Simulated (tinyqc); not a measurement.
# A spin-degenerate level with charging energy between two leads, rate equations, step by step

Numbers from tinyqc (`OMP_NUM_THREADS=1 python tinyqc.py 2780127 2780128 out.jsonl`; about 0.01 s on one thread of a shared Intel Xeon 2.30GHz). Printed values are rounded.

States 0, up, down and 2 with energies 0, e1 - Ez/2, e1 + Ez/2 and 2 e1 + U. mu_L = +V/2, mu_R = -V/2 (meV), f(x) = 1/(1 + exp(x/kB T)). A transition that adds one electron of given spin at the energy E has the rate G f(E - mu) from each lead, and its reverse G [1 - f(E - mu)]. I counts electrons leaving the left lead, times q.

Inputs (values chosen for the exercise):
```
symbol  value  unit                                 meaning
U         9.4   meV  charging energy of the second electron
e1       3.28   meV                                   level
GL       0.42  1/ns            tunnel rate to the left lead
GR        2.5  1/ns           tunnel rate to the right lead
T         1.3     K                             temperature
V         8.7    mV                                    bias
Ez          0   meV                        Zeeman splitting
dt      0.062    ns                               time step
```

Constants: q = 1.602176634e-19 C, kB = 1.380649e-23 J/K, Vt = kB T/q. Results are converted to the units shown.

Range of the model: Rate equations need hbar G well below kB T; cotunnelling and the Kondo effect are left out.

## Transition energies and Fermi factors

Transition energies: 0-up e1 - Ez/2, 0-down e1 + Ez/2, up-2 e1 + U + Ez/2, down-2 e1 + U - Ez/2.

```
transition   E (meV)         fL  fR (1e-30)
0-up         3.28000  0.9999289    2.632563
0-down       3.28000  0.9999289    2.632563
up-2        12.68000  0.0000000    0.000000
down-2      12.68000  0.0000000    0.000000
```

## Rate matrix

dp/dt = W p; W_ji is the rate from state i to j, and each column sums to zero.

W (1/ns):
```
              0         up       down          2
0     -0.839940   2.500030   2.500030   0.000000
up     0.419970  -2.500030   0.000000   2.920000
down   0.419970   0.000000  -2.500030   2.920000
2      0.000000   0.000000   0.000000  -5.840000
```

## Steady state and current

Steady state: W p = 0 with sum p = 1. I = q GL sum over transitions i-j of [fL p_i - (1 - fL) p_j].

p: 0 0.7485186, up 0.1257407, down 0.1257407, 2 0.0000000
mean number of electrons = 0.2514814
I = 100.7294 pA

In units of q GL GR/(GL + GR) = 57.6 pA the current is 1.75; two independent spin channels fully inside the bias window would give 2.

## Step 1: time step

p at the start: 0 1, up 0, down 0, 2 0

Explicit Euler step: p(new) = p + dt W p.

p after step 1: 0 0.9479237, up 0.0260381, down 0.0260381, 2 0.0000000

## Step 2: time step

As before.

p after step 2: 0 0.9066313, up 0.0466844, down 0.0466844, 2 0.0000000

## Relaxation from the empty dot

Stop when no probability changes by more than 1e-8 in a step, or after 400 steps.

Course of the iteration:
```
step       p(0)      p(up)    p(down)  p(2) / 1e-35  largest change
1     0.9479237  0.0260381  0.0260381      0.000000          0.0521
2     0.9066313  0.0466844  0.0466844      0.690134          0.0413
3     0.8738896  0.0630552  0.0630552      1.677606          0.0327
4     0.8479280  0.0760360  0.0760360      2.741438          0.0260
5     0.8273425  0.0863288  0.0863288      3.764130          0.0206
6     0.8110198  0.0944901  0.0944901      4.689333          0.0163
7     0.7980772  0.1009614  0.1009614      5.495852          0.0129
8     0.7878147  0.1060927  0.1060927      6.181867          0.0103
...         ...        ...        ...           ...             ...
61    0.7485188  0.1257406  0.1257406      9.204361         4.68e-8
62    0.7485188  0.1257406  0.1257406      9.204364         3.71e-8
63    0.7485187  0.1257406  0.1257406      9.204366         2.94e-8
64    0.7485187  0.1257406  0.1257406      9.204368         2.33e-8
65    0.7485187  0.1257407  0.1257407      9.204370         1.85e-8
66    0.7485187  0.1257407  0.1257407      9.204371         1.47e-8
67    0.7485187  0.1257407  0.1257407      9.204372         1.16e-8
68    0.7485187  0.1257407  0.1257407      9.204373         9.23e-9
```

The steps settle after 68 steps (4.22 ns) on the steady state above. The decay rates of W are 2.50, 3.34 and 5.84 1/ns; stability needs dt below 2 over the largest, 0.342 ns.
